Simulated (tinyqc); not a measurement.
Radius: spherical quantum dot.

A sphere of radius R, isotropic masses, c = hbar^2/2m0, k = sqrt(mw E/c), kappa = sqrt(mb (V0 - E)/c). State n l is the spherical Bessel function j_l(k r) inside and k_l(kappa r) outside; psi and psi'/m are continuous: (k/mw) j_l'(kR)/j_l(kR) = (kappa/mb) k_l'(kappa R)/k_l(kappa R). For l = 0 this reads kR cot(kR) = 1 - (mw/mb)(1 + kappa R).

With hard walls E = c (x/R)^2/mw, x a zero of j_l: 1s 3.141593; 2s 6.283185; 1p 4.493409; 2p 7.725252; 1d 5.763459; 2d 9.095011; 1f 6.987932; 2f 10.417119.

Constants: hbar^2/2m0 = 3.80998211 eV angstrom^2.

Inputs chosen for the exercise (near those of an InGaAs dot in InAlAs; the results hold for these values, not for the real material): V0 = 0.537 eV (barrier height); mw = 0.0405 m0 (mass inside); mb = 0.0731 m0 (mass outside); Rs = (30, 44, 61, 87, 122, 174, 244) angstrom (radii).

The two lowest states against R; a dash marks an unbound state.

Levels (eV):
```
R (angstrom)      1s      1p  1s, hard walls  flat well of width 2R
30            0.3576       -          1.0316                 0.1028
61            0.1431  0.2923          0.2495                 0.0375
87            0.0825  0.1689          0.1227                 0.0212
122           0.0468  0.0959          0.0624                 0.0119
174           0.0251  0.0513          0.0307                 0.0063
244           0.0135  0.0276          0.0156                 0.0034
```

Give the missing row, R (angstrom) = 44.

Computed row:
```
R (angstrom)      1s      1p  1s, hard walls  flat well of width 2R
44            0.2263  0.4527          0.4796                 0.0612
```

The lowest state is bound at every radius listed. 1p becomes bound between 30 and 44 angstrom. At the largest radius the level is 0.87 of the hard-wall value and 3.98 times that of the flat well (the hard-wall ratio is 4.00); the exponent d ln E/d ln R between the last two radii is -1.83. Levels above about 0.3 eV lie beyond the range of a parabolic mass.

tinyqc: `OMP_NUM_THREADS=1 python tinyqc.py 1252788 1252789 out.jsonl`; about 0.02 s, one thread, shared Intel(R) Xeon(R) Processor @ 2.30GHz.
